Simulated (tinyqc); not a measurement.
LDA (VWN5) atom on a uniform radial grid, spin-unpolarised, for Be+, step by step. Computed by tinyqc, a small Python program that keeps every step. Settings: Z = 4, points = 192, R = 11.2, functional = lda,vwn, mixing = 1.0, iteration cap = 73. Command: `OMP_NUM_THREADS=1 python tinyqc.py 20252 20253 out.jsonl` (the two numbers bound the seeds that draw the settings). One thread of a shared host (Intel(R) Xeon(R) Processor @ 2.60GHz), about 0.1 s of CPU time with the checks. Later iterations appear only in the table of the cycle.

## Iteration 1

Spherical atom on a uniform radial grid r_j = j h with h = R/(N + 1), h sum u^2 = 1 and integrals as h times sums, u(0) = u(R) = 0 (atomic units):
```
parameter            value
Z                        4
points N               192
R                11.200000
h                 0.058031
mixing            1.000000
electrons in 1s          2
electrons in 2s          1
```

Three-point differences turn -u''/2 + [l(l+1)/2r^2 - Z/r + V] u = e u into a tridiagonal matrix (diagonal 1/h^2 + potential, off-diagonal -1/2h^2). D = sum f u^2; the Hartree potential y/r solves y'' = -D/r with y(0) = 0, y(R) = N_e; v_xc comes from rho = D/(4 pi r^2); E = sum f e - int D V + int D (V_H/2 + eps_xc); V(new) = V + mixing (V_H + v_xc - V).

eigenvalues (hartree): 1s -7.895046, 2s -1.993310

Every 12th grid point:
```
r              V in     u(1s)      u(2s)         D       V_H       v_xc
0.696373   0.000000  0.695262  -0.377639  1.109390  3.579065  -0.623714
1.392746   0.000000  0.087915  -0.867146  0.767399  2.058732  -0.362940
2.089119   0.000000  0.008338  -0.577853  0.334053  1.424885  -0.220410
2.785492   0.000000  0.000703  -0.276278  0.076331  1.075878  -0.119156
3.481865   0.000000  0.000056  -0.112306  0.012613  0.861502  -0.060937
4.178238   0.000000  4.21e-06  -0.041430  0.001716  0.717997  -0.029948
4.874611   0.000000  3.11e-07  -0.014326  0.000205  0.615433  -0.014199
5.570984   0.000000  2.25e-08  -0.004729  0.000022  0.538504  -0.006517
6.267358   0.000000  1.60e-09  -0.001508  2.27e-06  0.478671  -0.002912
6.963731   0.000000  1.12e-10  -0.000468  2.19e-07  0.430804  -0.001274
7.660104   0.000000         0  -0.000142  2.02e-08  0.391640  -0.000549
8.356477   0.000000         0  -0.000042  1.80e-09  0.359003  -0.000234
9.052850   0.000000         0  -0.000012  1.55e-10  0.331387  -0.000099
9.749223   0.000000         0  -3.59e-06  1.29e-11  0.307717  -0.000041
10.445596  0.000000         0  -9.69e-07         0  0.287202   0.000000
11.141969  0.000000         0  -5.58e-08         0  0.269252   0.000000
```

total energy = -13.47908507 hartree

## Iteration 2

As before.

eigenvalues (hartree): 1s -3.720620, 2s -0.404295

Every 12th grid point:
```
r              V in     u(1s)      u(2s)         D       V_H       v_xc
0.696373   2.955352  0.806885  -0.070404  1.307084  3.270728  -0.656407
1.392746   1.695792  0.180898  -0.566237  0.386073  1.895732  -0.294354
2.089119   1.204475  0.033659  -0.668200  0.448756  1.359321  -0.240954
2.785492   0.956722  0.005800  -0.564732  0.318990  1.054390  -0.182812
3.481865   0.800566  0.000959  -0.412274  0.169972  0.855026  -0.132455
4.178238   0.688049  0.000155  -0.278218  0.077405  0.716107  -0.093940
4.874611   0.601234  0.000025  -0.179149  0.032094  0.614888  -0.065883
5.570984   0.531987  3.88e-06  -0.111907  0.012523  0.538348  -0.045874
6.267358   0.475759  6.08e-07  -0.068438  0.004684  0.478626  -0.031753
6.963731   0.429529  9.47e-08  -0.041186  0.001696  0.430791  -0.021853
7.660104   0.391091  1.47e-08  -0.024448  0.000598  0.391636  -0.014944
8.356477   0.358769  2.27e-09  -0.014298  0.000204  0.359002  -0.010135
9.052850   0.331289  3.51e-10  -0.008168  0.000067  0.331387  -0.006774
9.749223   0.307676  5.40e-11  -0.004413  0.000019  0.307717  -0.004368
10.445596  0.287202         0  -0.001976  3.91e-06  0.287202  -0.002494
11.141969  0.269252         0  -0.000143  2.06e-08  0.269252  -0.000432
```

total energy = -13.88426130 hartree

## Iteration 3

As before.

eigenvalues (hartree): 1s -4.281999, 2s -0.510289

Every 12th grid point:
```
r              V in     u(1s)      u(2s)         D       V_H       v_xc
0.696373   2.614321  0.782856  -0.109730  1.237767  3.312162  -0.645352
1.392746   1.601378  0.154731  -0.607883  0.417405  1.915677  -0.301421
2.089119   1.118367  0.025290  -0.677645  0.460482  1.369860  -0.242840
2.785492   0.871578  0.003844  -0.549853  0.302368  1.059066  -0.179897
3.481865   0.722571  0.000561  -0.384924  0.148167  0.856886  -0.127132
4.178238   0.622166  0.000080  -0.247361  0.061187  0.716794  -0.087578
4.874611   0.549005  0.000011  -0.150408  0.022622  0.615128  -0.059341
5.570984   0.492475  1.55e-06  -0.088040  0.007751  0.538428  -0.039705
6.267358   0.446873  2.12e-07  -0.050144  0.002514  0.478652  -0.026284
6.963731   0.408938  2.89e-08  -0.027983  0.000783  0.430799  -0.017231
7.660104   0.376692  3.91e-09  -0.015366  0.000236  0.391639  -0.011195
8.356477   0.348867  5.27e-10  -0.008313  0.000069  0.359003  -0.007205
9.052850   0.324613  7.08e-11  -0.004408  0.000019  0.331387  -0.004577
9.749223   0.303349         0  -0.002232  4.98e-06  0.307717  -0.002820
10.445596  0.284708         0  -0.000954  9.09e-07  0.287202  -0.001555
11.141969  0.268821         0  -0.000068  4.61e-09  0.269252  -0.000264
```

total energy = -13.89666058 hartree

## Convergence

Stop when input and output potentials agree to 1e-7.

Course of the cycle (hartree):
```
iteration             E      e(1s)      e(2s)  largest |V(out) - V(in)|
1          -13.47908507  -7.895046  -1.993310                  5.74e+00
2          -13.88426130  -3.720620  -0.404295                  1.05e+00
3          -13.89666058  -4.281999  -0.510289                  2.01e-01
4          -13.89712349  -4.181797  -0.496709                  3.90e-02
5          -13.89714077  -4.200922  -0.499234                  7.53e-03
6          -13.89714142  -4.197240  -0.498754                  1.46e-03
7          -13.89714144  -4.197951  -0.498846                  2.82e-04
8          -13.89714144  -4.197814  -0.498829                  5.44e-05
9          -13.89714144  -4.197841  -0.498832                  1.05e-05
10         -13.89714144  -4.197835  -0.498831                  2.03e-06
11         -13.89714144  -4.197836  -0.498831                  3.93e-07
12         -13.89714144  -4.197836  -0.498831                  7.61e-08
```

Converged in 12 iterations. A uniform grid resolves the cusp poorly: for a bare nucleus this grid gives 1s at -7.89505 against -Z^2/2 = -8 hartree. Before convergence this energy mixes input and output and is not variational, so it may rise towards its limit.
